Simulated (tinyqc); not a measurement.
Minimum-mode following (dimer method) and harmonic rate on a two-dimensional model surface: one step, computed by the program tinyqc.

V(x, y) = h u^2 + t x + (kappa/2)(y + c u)^2 with u = x^2/w^2 - 1; the path runs from the minimum near (-w, 0) to that near (w, 0).

Question. Dimer step 1. Dimer at R with unit axis N = (cos phi, sin phi) and normal T = (-sin phi, cos phi). Gradients g at R +/- delta N and at R +/- delta T give H N and H T by central differences, (g+ - g-)/(2 delta). With C_N = N.H N, C_T = T.H T and b = T.H N, rotate by theta = (1/2) atan2(-2b, C_T - C_N), the angle of least curvature C = (C_N + C_T)/2 - sqrt((C_N - C_T)^2/4 + b^2). Translate along F = -g + 2 (g.N) N if C < 0, else along F = (g.N) N, with the new axis: R(new) = R + eta F, the move limited to 0.2 angstrom.

Inputs (values chosen for the exercise, for a model surface): height h = 0.82 eV; half width w = 1.5 angstrom; transverse stiffness kappa = 3.2 eV/angstrom^2; curvature c = 0.72 angstrom; tilt t = 0.098 eV/angstrom; half length delta = 0.01 angstrom; step factor eta = 0.077 angstrom^2/eV.

Surface: curved double well.

R at the start (angstrom): [-0.5406033, 0.3824982]

phi at the start = -45 degrees

Give: C_N, C_T, b; rotation theta; phi after step 1; least curvature C; gradient g; effective force F; R after step 1.

Answer.

C_N, C_T, b (eV/angstrom^2): [2.2040, -0.0103, -2.1031]

rotation theta = 58.882 degrees

phi after step 1 = 13.882 degrees

least curvature C = -1.2799 eV/angstrom^2

gradient g (eV/angstrom): [1.0538, -0.7807]

effective force F (eV/angstrom): [0.5688, 1.1818]

R after step 1 (angstrom): [-0.49680, 0.47349]

The curvature is negative, so the force along the axis is inverted.
